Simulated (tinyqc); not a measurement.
# Changing the temperature T

Model: oxide trap near a transistor channel: two-state multiphonon kinetics, telegraph noise and bias instability. Computed by tinyqc, a small Python program. Command: `OMP_NUM_THREADS=1 python tinyqc.py 3022459 3022460 out.jsonl oxidetrap sweep`. One thread of a shared host (Intel(R) Xeon(R) Processor @ 2.30GHz), about 0.01 s of CPU time with the checks.

An n-channel device under positive gate bias. The trap is empty (state 1) or holds an electron (state 2); both states are parabolas of equal curvature, and the electron reservoir is taken at the Fermi level of the channel.

Inputs (values chosen for the exercise, with an insulator like SiO2 on silicon):
```
quantity                                value   unit
insulator constant eps_ox                3.88      -
insulator thickness t_ox                  3.1     nm
trap depth x from the interface          0.52     nm
tunnel barrier phi_b                     3.01     eV
tunnelling mass m_ox                     0.42    m_0
trap level above E_F at zero field E_t   0.14     eV
relaxation energy E_R                     1.1     eV
oxide field F                               2  MV/cm
attempt rate k_0 at the interface       5e+12    1/s
channel width W                            38     nm
channel length L                          240     nm
frequency f                                10     Hz
```

Parts treated: one trap.

Constants: hbar^2/(2 m_0) = 3.80998212 eV angstrom^2; k_B = 8.617333262e-05 eV/K; e = 1.602176634e-19 C; eps_0 = 8.8541878128e-12 F/m.

Method:
- kappa = sqrt(2 m_ox phi_b)/hbar = sqrt(m_ox phi_b/(hbar^2/2m_0)); attenuation length lambda = 1/(2 kappa); factor exp(-x/lambda) for a rectangular barrier.
- E_21 = E_t - e F x is the energy of state 2 over state 1; barriers E_c = (E_R + E_21)^2/(4 E_R), E_e = E_c - E_21; tau_c = exp(E_c/k_B T)/(k_0 P), tau_e = exp(E_e/k_B T)/(k_0 P), P the tunnelling factor; occupation f_2 = tau_e/(tau_c + tau_e); 1/tau_0 = 1/tau_c + 1/tau_e.
- Charge-sheet step dV = e (t_ox - x)/(eps_ox eps_0 W L); Lorentzian spectrum S(f) = 4 dV^2 tau_0^2/((tau_c + tau_e)(1 + (2 pi f tau_0)^2)); corner 1/(2 pi tau_0); variance dV^2 f_2 (1 - f_2) = dV^2 tau_0/(tau_c + tau_e).

One run for each value:
```
temperature T (K)  capture time tau_c (s)  emission time tau_e (s)  corner frequency (Hz)  occupation f_2
200                             1.965e-03                2.434e-04              7.349e+02          0.1102
240                             1.153e-04                2.022e-05              9.253e+03          0.1492
280                             1.520e-05                3.419e-06              5.702e+04          0.1836
320                             3.326e-06                9.015e-07              2.244e+05          0.2132
360                             1.020e-06                3.197e-07              6.538e+05          0.2386
400                             3.964e-07                1.395e-07              1.543e+06          0.2603
440                             1.829e-07                7.077e-08              3.119e+06          0.2790
480                             9.599e-08                4.020e-08              5.617e+06          0.2952
```

What does the table show, and why?

Over the rows, capture time tau_c (s) falls from 0.00197 to 9.60e-8 (exponent d ln y / d ln x -16 between the first rows and -7.4 between the last); emission time tau_e (s) falls from 2.43e-4 to 4.02e-8 (exponent d ln y / d ln x -14 between the first rows and -6.5 between the last); corner frequency (Hz) rises from 735 to 5.62e6 (exponent d ln y / d ln x 14 between the first rows and 6.8 between the last). Arrhenius slopes give 0.293 eV for capture and 0.257 eV for emission; elastic tunnelling alone would leave only their difference E_21.
